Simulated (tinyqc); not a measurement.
Quasi-harmonic thermal expansion with mode Grueneisen parameters: one step, computed by the program tinyqc.

A crystal with two atoms a cell; per atom there are 1 transverse acoustic (TA), 1/2 longitudinal acoustic (LA) and 3/2 optical (O) modes. Every frequency of group i scales as nu_i (V/V0)^(-gamma_i). Each group has one frequency. Static energy: E = (9 V0 B0/16) [y^3 B' + y^2 (2 - 4 y)], y = (V0/V)^(2/3) - 1, with pressure P_s = (3 B0/2) (z^7 - z^5) [1 + (3/4)(B' - 4)(z^2 - 1)], z = (V0/V)^(1/3).

Question. Grueneisen's estimate. gamma_th = sum gamma_i C_i / sum C_i; volume expansion coefficient alpha_V = gamma_th C k_B/(B0 V0); linear coefficient alpha_V/3; first-order volume change P_ph/B0.

Inputs (values chosen for the exercise, modelled on magnesium oxide): static volume V0 = 9.34 angstrom^3/atom; static bulk modulus B0 = 165 GPa; temperature T = 120 K.

Acoustic groups: Einstein.

Groups:
```
group  h nu_i/(k_B T)  U_i (meV)   C_i (k_B)  gamma_i C_i (k_B)
TA           3.367469   18.65459   0.4193808          0.5871332
LA           4.999212   13.09944  0.08541222          0.1366596
O            6.039048   47.06027   0.1310316          0.2096506
```

phonon pressure at V0 = 2.099160 GPa

Constants: k_B = 8.617333262e-05 eV/K; 1 eV/angstrom^3 = 160.2176634 GPa.

Give: heat capacity C at V0; gamma_th at V0; linear expansion, Grueneisen estimate; first-order volume change.

Answer.

heat capacity C at V0 = 0.63582 k_B/atom

gamma_th at V0 = 1.4681

linear expansion, Grueneisen estimate = 2.7875 ppm/K

first-order volume change = 1.2722 %
